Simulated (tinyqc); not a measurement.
Metal-interlayer-semiconductor contact, depinning against tunnelling resistance: two steps of the calculation.

Zero bias, n-type semiconductor. Gap states at the semiconductor surface thin out as exp(-be ti), which unpins the barrier; electrons must then cross the interlayer (a rectangular barrier, no voltage drop across it) and the parabolic depleted layer, both by WKB. Energies E are counted from the Fermi level; no image force, parabolic bands.

Inputs (values chosen for the exercise); semiconductor values close to those of silicon; interlayer mass of the order of that in hafnium oxide, offset chosen freely: temperature T = 400 K; band gap Eg = 1.08 eV; relative permittivity eps_r = 12; electron affinity chi = 4.07 eV; conduction-band density of states at T Nc = 4.31e19 cm^-3; tunnelling mass in the semiconductor mt = 0.187 m0; Richardson mass mA = 2.13 m0; donor density Nd = 2.8e18 cm^-3; charge-neutrality level above the valence band E0 = 0.35 eV; pinning factor without interlayer S0 = 0.26; metal work function phiM = 4.45 eV; interlayer thickness ti = 0.6 nm; conduction-band offset of the interlayer above the semiconductor dE = 1.56 eV; tunnelling mass in the interlayer mi = 0.19 m0; decay constant of gap states through the interlayer be = 5.6 1/nm.

Constants: q = 1.602176634e-19 C, kB = 1.380649e-23 J/K, eps0 = 8.8541878128e-12 F/m, hbar = 1.054571817e-34 J s, h = 6.62607015e-34 J s, m0 = 9.1093837015e-31 kg, Vt = kB T/q, hbar^2/(2 m0) = 0.0380998212 eV nm^2. Results are converted to the units shown.

Question 1. Pinning, barrier and scales. S = 1/(1 + (1/S0 - 1) exp(-be ti)); phiB = S (phiM - chi) + (1 - S)(Eg - E0); xi = Ec - EF deep inside, from Nd = Nc F(-xi/Vt), F(x) = (2/sqrt(pi)) int_0^infinity sqrt(u) du/(1 + exp(u - x)); band bending U = phiB - xi; E00 = (hbar/2) sqrt(Nd/(eps0 eps_r mt m0)) in volts; A = 4 pi q mA m0 kB^2/h^3.

Give: S; phiB; xi; U; E00; A.

Answer 1.

S = 0.9100
phiB = 0.4115 eV
xi = 0.09344 eV
U = 0.3180 eV
E00 = 0.02074 eV
A = 256.0 A/(cm^2 K^2)

Question 2. Exponents and integrand on an energy grid. With U = phiB - xi: for xi < E < phiB, y = (E - xi)/U and G1 = (U/E00) [sqrt(1 - y) - y ln((1 + sqrt(1 - y))/sqrt(y))], G1 = 0 above phiB; G2 = 2 ti sqrt(mi max(phiB + dE - E, 0)/C), C = hbar^2/(2 m0); f = 1/(1 + exp(E/Vt)); integrand exp(-G1 - G2) f.

E, point 0 to 12 (eV): [0.1, 0.14167, 0.18333, 0.225, 0.26667, 0.30833, 0.35, 0.39167, 0.43333, 0.475, 0.51667, 0.55833, 0.6]
phiB = 0.41148864 eV
xi = 0.093444837 eV
E00 = 0.020739338 eV

Give: G1; G2; f; integrand.

Answer 2.

G1, point 0 to 12: [14.35, 10.41, 7.59, 5.34, 3.50, 2.03, 0.91, 0.16, 0.00, 0.00, 0.00, 0.00, 0.00]
G2, point 0 to 12: [3.666, 3.625, 3.583, 3.541, 3.499, 3.456, 3.412, 3.368, 3.324, 3.278, 3.232, 3.186, 3.138]
f, point 0 to 12: [0.05210, 0.01614, 0.004876, 0.001460, 4.364e-4, 1.304e-4, 3.892e-5, 1.162e-5, 3.470e-6, 1.036e-6, 3.092e-7, 9.233e-8, 2.756e-8]
integrand, point 0 to 12 (in units of 1e-7): [0.008, 0.129, 0.684, 2.036, 3.971, 5.393, 5.186, 3.407, 1.250, 0.390, 0.122, 0.038, 0.012]

Numbers from tinyqc (`OMP_NUM_THREADS=1 python tinyqc.py 2270075 2270076 out.jsonl`; about 0.02 s on one thread of a shared Intel Xeon 2.30GHz).
